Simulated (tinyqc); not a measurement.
n-type polysilicon, carrier trapping at grain boundaries: two steps of the calculation.

One-dimensional grains of size Lg, uniform ionised doping N, monovalent traps Qt at each boundary at a depth Et below (for electrons) or above (for holes) the band edge there, abrupt depletion of width W on each side of a boundary, Boltzmann statistics. xi is the distance from the band edge at the grain centre to the Fermi level. Trapped charge Qt/(1 + exp((xi + VB - Et)/Vt)) = 2 N W, barrier VB = q N W^2/(2 eps0 eps_r).

Values chosen for this exercise; values of the order met in polycrystalline silicon:
- T = 350 K (temperature)
- eps_r = 11.7 (relative permittivity)
- NB = 3.53e19 cm^-3 (conduction-band density of states at T)
- Lg = 90 nm (grain size)
- Qt = 2.6e12 cm^-2 (trap density of a grain boundary)
- Et = 0.31 eV (depth of the trap level from the majority band edge at the boundary)
- N = 6.4e17 cm^-3 (doping)

Constants: q = 1.602176634e-19 C, kB = 1.380649e-23 J/K, Vt = kB T/q, eps0 = 8.8541878128e-14 F/cm where lengths are in cm. Results are converted to the units shown.

Problem 1. New W. Partly depleted grain, xi = Vt ln(NB/N): f = 1/(1 + exp((xi + VB - Et)/Vt)), g = Qt f - 2 N W, g' = -2 Qt f (1 - f) VB/(W Vt) - 2 N, W(new) = W - g/g'.

W after iteration 2 = 17.221913 nm

Give: VB; f; g; g'; W after iteration 3.

Solution 1.

VB = 0.1468 V
f = 0.8024
g = -1.182e11 cm^-2
g' = -3.610e11 cm^-2/nm
W after iteration 3 = 16.89 nm

Problem 2. Depletion width, Fermi level and barrier. If the trap equation with xi = Vt ln(NB/N) has a root W < Lg/2, the grain is partly depleted; otherwise W = Lg/2 and the trap equation gives xi = Et - VB + Vt ln(Qt/(N Lg) - 1). N* = Qt/Lg.

Wanted: N*; W; xi; VB; share of traps filled.

Solution 2.

N* = 2.8889e17 cm^-3
W = 16.880 nm
xi = 0.12095 V
VB = 0.14101 V
share of traps filled = 0.83100

N is 2.22 N*, and the grain is partly depleted; VB = 4.68 Vt.

Program tinyqc, `OMP_NUM_THREADS=1 python tinyqc.py 2830208 2830209 out.jsonl`; Intel Xeon 2.30GHz, shared host, one thread, about 0.01 s.
